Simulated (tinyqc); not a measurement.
From one set of inputs to another, one input at a time: Stoner model of a band magnet at zero temperature. Computed by tinyqc, a small Python program. Command: `OMP_NUM_THREADS=1 python tinyqc.py 3020646 3020647 out.jsonl stoner ladder`. One thread of a shared host (Intel(R) Xeon(R) Processor @ 2.30GHz), about 0.04 s of CPU time with the checks.

Five orbitals per spin share one band; u = (E - E_bottom)/W runs from 0 to 1, and the states per spin, atom and energy are g = 5 d(u)/W with d = (8/pi) sqrt(u (1 - u)). N(u) is the integral of d from 0. The moment m = n_up - n_down (electrons per atom) moves the fillings to n +/- m/10; the energy is E(m) = E_band(m) - I m^2/4.

The inputs printed are set A. Inputs not listed in the table keep their values of set A, so the rows need not describe a real material.

Inputs (values chosen for the exercise, for a model d band): band width W = 5.6 eV; filling n per spin orbital = 0.26; Stoner parameter I = 0.708 eV.

Density of states: semi-elliptic.

Method. Solve N(u_F) = n; g_F = 5 d(u_F)/W; the Stoner product is I g_F.

Each row keeps all changes above it:
```
input moved                  from    to  Stoner product I g_F  g_F (1/eV)
set A                           -     -                 0.742       1.048
band width W (eV)             5.6   5.2                 0.799       1.129
Stoner parameter I (eV)     0.708  1.01                 1.140       1.129
filling n per spin orbital   0.26  0.39                 1.218       1.206
```

Stoner product I g_F goes from 0.742 to 1.22, a factor 1.64 in all. The largest single move comes from Stoner parameter I (a factor 1.43). g_F goes from 1.05 to 1.21, a factor 1.15 in all. The largest single move comes from band width W (a factor 1.08). The single moves hold for this order of the switches; the total does not depend on the order.

Extremes, crossings and ranges named in words are read from the listed rows.
